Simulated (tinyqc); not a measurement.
Inside a calculation. Method: harmonic frequencies on the UHF/sto-3g surface (energies and gradients from PySCF), for H2+, spin multiplicity 2. One step of it, computed by the program tinyqc.

Question. One row of the Hessian: 2Hz. Displace 2Hz by +/-0.01 bohr; H(k, :) = (g(+) - g(-)) / (2 delta).

optimised positions (bohr):
```
           x         y          z
1H  0.000000  0.000000  -0.283061
2H  0.000000  0.000000   1.721142
```

gradient at +delta (hartree/bohr):
```
             x           y            z
1H  0.00000000  0.00000000  -0.00141861
2H  0.00000000  0.00000000   0.00141861
```

gradient at -delta (hartree/bohr):
```
             x           y            z
1H  0.00000000  0.00000000   0.00145476
2H  0.00000000  0.00000000  -0.00145476
```

Give: row of the Hessian.

Answer.

row of the Hessian (hartree/bohr^2): 1Hx 0.00000, 1Hy 0.00000, 1Hz -0.14367, 2Hx 0.00000, 2Hy 0.00000, 2Hz 0.14367
